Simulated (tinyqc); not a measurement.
Free and trapped electrons in a MOS channel with a dense trap tail: two steps of the calculation.

p-type body, charge-sheet picture, full ionisation (an idealisation for deep acceptors), Boltzmann statistics for free electrons. e = Ec - EF at the surface. Acceptor-like traps of density D(E) = D0 + De exp(-E/Ew) at depth E below Ec, from 0 to Eu, hold n_t = integral of D(E)/(1 + exp((e - E)/Vt)). psi = Eg - Vt ln(Nv/Na) - e; N_dep = sqrt(2 eps0 eps_r Na (psi - Vt)/q); n_f = sqrt(N_dep^2 + 2 eps0 eps_r Vt Nc exp(-e/Vt)/q) - N_dep; Vg = Vfb + psi + q (N_dep + n_t + n_f)/Cox, Cox = eps0 eox/tox.

Values chosen for this exercise; band and dielectric values close to those of 4H silicon carbide:
```
symbol,value,unit,meaning
T,300,K,temperature
Eg,3.21,eV,band gap
eps_r,9.64,,relative permittivity
Nc,1.73e19,cm^-3,conduction-band density of states at T
Nv,2.53e19,cm^-3,valence-band density of states at T
eox,3.9,,relative permittivity of the insulator
tox,59,nm,insulator thickness
Na,1.2e17,cm^-3,acceptor density
Vfb,-2.34,V,flat-band voltage without trapped charge
D0,2.3e10,cm^-2 eV^-1,constant background density of acceptor-like traps
De,8.7e12,cm^-2 eV^-1,density of the tail at the conduction edge
Ew,0.08,eV,decay energy of the tail
Eu,0.51,eV,depth below Ec down to which the traps reach
mf,150,cm^2/(V s),mobility of free electrons
e,0.081,eV,Ec - EF at the surface
```

Constants: q = 1.602176634e-19 C, kB = 1.380649e-23 J/K, Vt = kB T/q, eps0 = 8.8541878128e-14 F/cm where lengths are in cm. Results are converted to the units shown.

Question 1. Trapped charge. Trapezoid rule on 15 equal steps from 0 to Eu, f = 1/(1 + exp((e - E)/Vt)).

Wanted: E; D(E) f; n_t.

Answer 1.

```
point   E (eV)  D(E) f (cm^-2 eV^-1)
0            0              3.643e11
1      0.03400              7.976e11
2      0.06800              1.410e12
3       0.1020              1.700e12
4       0.1360              1.441e12
5       0.1700              1.029e12
6       0.2040              6.963e11
7       0.2380              4.660e11
8       0.2720              3.132e11
9       0.3060              2.128e11
10      0.3400              1.471e11
11      0.3740              1.041e11
12      0.4080              7.604e10
13      0.4420              5.768e10
14      0.4760              4.567e10
15      0.5100              3.782e10
```

n_t = 2.957e11 cm^-2

Question 2. Charges and gate voltage. psi, N_dep, n_f and Vg as defined, with the n_t given; free share n_f/(n_f + n_t); apparent mobility mf n_f/(n_f + n_t); gate voltage spent on traps q n_t/Cox.

n_t = 2.9570419e11 cm^-2

Wanted: psi; N_dep; n_f; Vg; free share; apparent mobility; gate voltage spent on traps.

Answer 2.

psi = 2.9907 V
N_dep = 1.9470e12 cm^-2
n_f = 5.2617e10 cm^-2
Vg = 6.9340 V
free share = 15.106 %
apparent mobility = 22.659 cm^2/(V s)
gate voltage spent on traps = 0.80948 V

Computed by the program tinyqc: `OMP_NUM_THREADS=1 python tinyqc.py 2222178 2222179 out.jsonl`, one thread of a shared Intel Xeon 2.30GHz, about 0.02 s for the whole run.
